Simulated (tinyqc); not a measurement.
p-n heterojunction, non-linear Poisson equation by Newton steps, Boltzmann statistics: one step of the calculation.

One dimension, material 1 (p-type) at x < 0 and material 2 (n-type) at x > 0. Band edges: Ec = -psi in material 1 and -psi + dEc in material 2, Ev = Ec - Eg. Flat quasi-Fermi levels: 0 for holes, +V for electrons. n = Nc F((EFn - Ec)/Vt), p = Nv F((Ev - EFp)/Vt), with F(eta) = exp(eta) (Boltzmann statistics); full ionisation, no interface charge, classical densities; the doping types are chosen for the exercise.

Task. Densities, residual and Jacobian diagonal. n_i = Nc F(a_n), a_n = (V - Ec_i)/Vt; p_i = Nv F(a_p), a_p = (Ec_i - Eg)/Vt; rho_i = p_i - n_i + C_i with C = -N1 or +N2; g_i = (n_i + p_i)/Vt. Box widths w_i = (h_(i-1) + h_i)/2 in cm. Residual F_i = a_i (psi_(i+1) - psi_i) - a_(i-1) (psi_i - psi_(i-1)) + q rho_i w_i; Jacobian: a_(i-1) and a_i beside the diagonal, b_i = -a_(i-1) - a_i - q g_i w_i on it. The two end nodes are fixed.

Parameters, values chosen for the exercise; band and dielectric values close to those of GaAs and Ge:

| symbol | value | unit | meaning |
|---|---|---|---|
| T | 400 | K | temperature |
| Eg1 | 1.45 | eV | band gap of material 1 |
| Nc1 | 6.7e17 | cm^-3 | conduction-band density of states of material 1 |
| Nv1 | 1.4e19 | cm^-3 | valence-band density of states of material 1 |
| Eg2 | 0.654 | eV | band gap of material 2 |
| Nc2 | 1.55e19 | cm^-3 | conduction-band density of states of material 2 |
| Nv2 | 9.33e18 | cm^-3 | valence-band density of states of material 2 |
| dEc | -0.22 | eV | conduction-band offset Ec2 - Ec1 |
| N1 | 3.1e17 | cm^-3 | acceptor density of material 1 |
| N2 | 2.6e18 | cm^-3 | donor density of material 2 |
| V | -2.1 | V | bias of side 1 against side 2 |

Constants: q = 1.602176634e-19 C, kB = 1.380649e-23 J/K, Vt = kB T/q. Results are converted to the units shown.

| node | x (nm) | psi after iteration 1 (V) | material |
|---|---|---|---|
| 0 | -234 | -1.3186636 | 1 |
| 1 | -96.4 | -1.3020838 | 1 |
| 2 | -37.8 | -0.1259331 | 1 |
| 3 | -12.8 | 1.3421072 | 1 |
| 4 | -2.25 | 2.0425377 | 1 |
| 5 | 2.25 | 2.3281439 | 2 |
| 6 | 7.77 | 2.5620779 | 2 |
| 7 | 14.5 | 2.7245474 | 2 |
| 8 | 22.8 | 2.7391871 | 2 |
| 9 | 33 | 2.4764128 | 2 |
| 10 | 45.4 | 1.8184609 | 2 |

| interval | coupling a_i (F/cm^2) |
|---|---|
| 0 | 8.3651484e-8 |
| 1 | 1.9642396e-7 |
| 2 | 4.6041777e-7 |
| 3 | 1.0910374e-6 |
| 4 | 2.8065589e-6 |
| 5 | 2.5343509e-6 |
| 6 | 2.0786949e-6 |
| 7 | 1.6854960e-6 |
| 8 | 1.3715311e-6 |
| 9 | 1.1281949e-6 |

psi_L = -1.3186636 V
psi_R = 1.8184609 V

Give: n; p; residual F; diagonal b.

Result.

| node | n (cm^-3) | p (cm^-3) |
|---|---|---|
| 0 | 5.660e-26 | 3.100e17 |
| 1 | 9.156e-26 | 1.916e17 |
| 2 | 6.033e-11 | 290.8 |
| 3 | 1.893e8 | 9.271e-17 |
| 4 | 1.265e17 | 1.387e-25 |
| 5 | 6.866e24 | 4.214e-22 |
| 6 | 6.083e27 | 4.756e-25 |
| 7 | 6.779e29 | 4.268e-27 |
| 8 | 1.037e30 | 2.791e-27 |
| 9 | 5.068e26 | 5.709e-24 |
| 10 | 2.600e18 | 1.113e-15 |

| node | residual F (1e5 C/cm^2) | diagonal b (F/cm^2) |
|---|---|---|
| 1 | 0.000 | -9.018e-6 |
| 2 | 0.000 | -6.568e-7 |
| 3 | 0.000 | -1.551e-6 |
| 4 | 0.000 | -4.340e-6 |
| 5 | 0.000 | -15.99 |
| 6 | -0.006 | -1.732e4 |
| 7 | -0.816 | -2.368e6 |
| 8 | -1.536 | -4.457e6 |
| 9 | -0.001 | -2662 |

Computed by the program tinyqc: `OMP_NUM_THREADS=1 python tinyqc.py 2040069 2040070 out.jsonl`, one thread of a shared Intel Xeon 2.30GHz, about 0.04 s for the whole run.
